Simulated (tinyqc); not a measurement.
Power iteration on a symmetric matrix, step by step. Computed by tinyqc, a small Python program that keeps every step. Settings: method = power, shift = 1.8. Command: `OMP_NUM_THREADS=1 python tinyqc.py 30554 30555 out.jsonl` (the two numbers bound the seeds that draw the settings). One thread of a shared host (Intel(R) Xeon(R) Processor @ 2.60GHz), about 0.01 s of CPU time with the checks.

A:
```
[[0.45700, 0.29200, -0.70100, 0.49200, 1.13200],
 [0.29200, 0.85100, 0.80600, 0.20100, -1.23200],
 [-0.70100, 0.80600, 1.53900, -1.99500, -0.09000],
 [0.49200, 0.20100, -1.99500, 3.59000, 1.97400],
 [1.13200, -1.23200, -0.09000, 1.97400, 4.64600]]
```

Stop when the residual |A v - lambda v| is below 1e-9.

Steps:
```
step     lambda  residual
1     6.2743290  2.10e+00
2     6.7692179  1.15e+00
3     6.8879996  6.47e-01
4     6.9242629  3.63e-01
5     6.9355768  2.03e-01
6     6.9391166  1.14e-01
7     6.9402244  6.36e-02
8     6.9405711  3.56e-02
9     6.9406796  1.99e-02
10    6.9407135  1.11e-02
11    6.9407242  6.23e-03
12    6.9407275  3.48e-03
13    6.9407285  1.95e-03
14    6.9407288  1.09e-03
15    6.9407290  6.10e-04
16    6.9407290  3.41e-04
17    6.9407290  1.91e-04
18    6.9407290  1.07e-04
19    6.9407290  5.97e-05
20    6.9407290  3.34e-05
21    6.9407290  1.87e-05
22    6.9407290  1.05e-05
23    6.9407290  5.85e-06
24    6.9407290  3.27e-06
25    6.9407290  1.83e-06
26    6.9407290  1.02e-06
27    6.9407290  5.72e-07
28    6.9407290  3.20e-07
29    6.9407290  1.79e-07
30    6.9407290  1.00e-07
```

Can the last value be used, and what does the course show?

Not by the stop rule, although the second column moves by less than 1e-07 over the last three steps. Not converged in 30 steps: the residual falls only by the ratio of the two largest distances of eigenvalues from the shift, 0.56 a step. all eigenvalues, for comparison: [-1.07566, 0.57681, 1.39127, 3.24985, 6.94073].
